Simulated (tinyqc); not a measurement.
Coverage against grain size: equilibrium and kinetic segregation of a solute to boundaries and growing surfaces. Computed by tinyqc, a small Python program. Command: `OMP_NUM_THREADS=1 python tinyqc.py 3011293 3011294 out.jsonl segreg walk`. One thread of a shared host (Intel(R) Xeon(R) Processor @ 2.30GHz), about 0.01 s of CPU time with the checks.

Inputs (values chosen for the exercise, for a model alloy):
```
quantity                              value  unit
segregation energy Q                  0.724    eV
interaction z w (positive attracts)    0.18    eV
total solute fraction x0             0.0076     -
temperature T                          1225     K
boundary thickness delta               0.57    nm
```

Isotherm: Fowler-Guggenheim.

Constants: k_B = 8.617333262e-05 eV/K.

Method. With theta the solute fraction on boundary sites and x that in the grains, theta/(1 - theta) = [x/(1 - x)] exp[(Q + z w theta)/(k_B T)]. Finite grains: boundary sites are the fraction f = 3 delta/d, and x0 = (1 - f) x + f theta; solve both equations for theta; share at boundaries = f theta/x0.

At T:
```
d (nm)    theta  x in the grains  share at boundaries (%)
15      0.06615        0.0000665                   99.225
30      0.13123        0.0001269                   98.426
60      0.25863        0.0002357                   96.987
120     0.50221        0.0004499                   94.164
250     0.87368        0.0016352                   78.631
500     0.95493        0.0043490                   42.972
1000    0.96741        0.0059559                   21.767
5000    0.97344        0.0072696                    4.381
```

From the largest grains to the smallest the share at boundaries rises from 4.4 to 99 %, and x/x0 falls to 0.0087. In the dilute limit x/x0 = 1/(1 - f + f exp(Q/(k_B T))), which gives 0.0091 at 15 nm.

Extremes, crossings and ranges named in words are read from the listed rows.
